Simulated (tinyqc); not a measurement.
Resonant-tunnelling diode, transfer matrices and Tsu-Esaki current: two steps of the calculation.

Emitter (band edge 0), barrier d1, well Lw, barrier d2, collector (edge -V). The bias drops linearly over these layers and none in the contacts; each layer is cut into ns equal slices, flat at the value of their centres. E is the energy of motion across the layers, C = hbar^2/(2 m0), psi and psi'/m are continuous. Transport is coherent, T(E) is taken as independent of the transverse momentum, and charge in the well is ignored.

Values chosen for this exercise; masses and offsets of a made-up heterostructure:
```
symbol,value,unit,meaning
T,300,K,temperature
mw,0.21,m0,"mass in the well, spacer and contacts"
U1,0.66,eV,barrier height
m1,0.22,m0,barrier mass
d1,1,nm,emitter barrier
Lw,2.4,nm,well width
d2,0.9,nm,collector barrier
ns,3,,slices in each layer
Ef,0.062,eV,Fermi energy of both contacts above their band edges
V,0.16,V,bias of the collector
```

Constants: q = 1.602176634e-19 C, kB = 1.380649e-23 J/K, hbar = 1.054571817e-34 J s, m0 = 9.1093837015e-31 kg, Vt = kB T/q. Results are converted to the units shown.

Question 1. Slices under bias. U = edge of the layer - V x/Lt at the centre x of each slice, Lt the summed thickness.

Find: U; m; width.

Answer 1.

U, slice 0 to 8 (eV): [0.65380, 0.64140, 0.62899, -0.05209, -0.08186, -0.11163, 0.52791, 0.51674, 0.50558]
m, slice 0 to 8 (m0): [0.22, 0.22, 0.22, 0.21, 0.21, 0.21, 0.22, 0.22, 0.22]
width, slice 0 to 8 (nm): [0.33333, 0.33333, 0.33333, 0.80000, 0.80000, 0.80000, 0.30000, 0.30000, 0.30000]

Question 2. Current from the resonance alone. J = J0 times the integral over E > 0 of T(E) N(E), N = ln[(1 + exp((Ef - E)/Vt))/(1 + exp((Ef - V - E)/Vt))], J0 = q^2 mw m0 kB T/(2 pi^2 hbar^3) (times 1e-4 for A/cm^2 per eV). For a sharp resonance J = J0 (pi G/2) Tp N(Er), with Er the peak energy, Tp the peak transmission and G the full width at half maximum (in eV). The three values given are estimates from a parabola through three points of 1/T(E).

Er = 0.059251992 eV
Tp = 0.56956694
G = 11.452582 meV

Wanted: J0; N(Er); J.

Answer 2.

J0 = 8.7857e7 A/(cm^2 eV)
N(Er) = 0.74543
J = 671.04 kA/cm^2

The full integral over T(E) gives 602.3 kA/cm^2; the value above is 11 % above it.

Numbers from tinyqc (`OMP_NUM_THREADS=1 python tinyqc.py 2600153 2600154 out.jsonl`; about 0.2 s on one thread of a shared Intel Xeon 2.30GHz).
